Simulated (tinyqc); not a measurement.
Schottky barrier with interface states (Cowley-Sze model), image lowering and contact resistance: one step, computed by the program tinyqc.

An n-type semiconductor under a metal. The barrier lies between the Schottky-Mott limit phi_M - chi and the Bardeen limit E_g - E_n, E_n being the neutrality level of the interface states; the space-charge term of the full Cowley-Sze expression is left out.

Question. Thermionic current. A* = 4 pi e m_e M_c k_B^2/h^3 (a simple valley count); J_s = A* T^2 exp(-phi/k_B T). J_0 uses phi_B; the reverse current uses phi_B less the image lowering, times 1 - exp(-V_r/k_B T).

Inputs (values chosen for the exercise, with gap, mass and screening modelled on ZnSe):

| quantity | value | unit |
|---|---|---|
| dielectric constant eps_s | 9.08 | - |
| electron mass m_e | 0.156 | m_0 |
| valleys M_c | 1 | - |
| donor density N | 2.5e+17 | cm^-3 |
| temperature T | 200 | K |
| reverse bias V_r | 2.8 | V |

Pinning factor from: Moench relation.

barrier phi_B = 1.650791 eV

image lowering = 0.1025565 eV

Constants: e = 1.602176634e-19 C; m_0 = 9.1093837015e-31 kg; k_B = 1.380649e-23 J/K; h = 6.62607015e-34 J s; k_B = 8.617333262e-05 eV/K.

Give: Richardson constant A*; J_0; thermionic reverse current.

Answer.

Richardson constant A* = 18.75 A cm^-2 K^-2

J_0 = 1.892e-36 A/cm^2

thermionic reverse current = 7.264e-34 A/cm^2

Image lowering raises the reverse current by a factor 384. Caution: E_00 = (e hbar/2) sqrt(N/(m_e eps_s eps_0)) is above 0.3 k_B T, so tunnelling through the barrier adds to the thermionic currents, most of all under reverse bias. Caution: so small an emission current is nominal: generation, tunnelling and edge leakage set the real one.
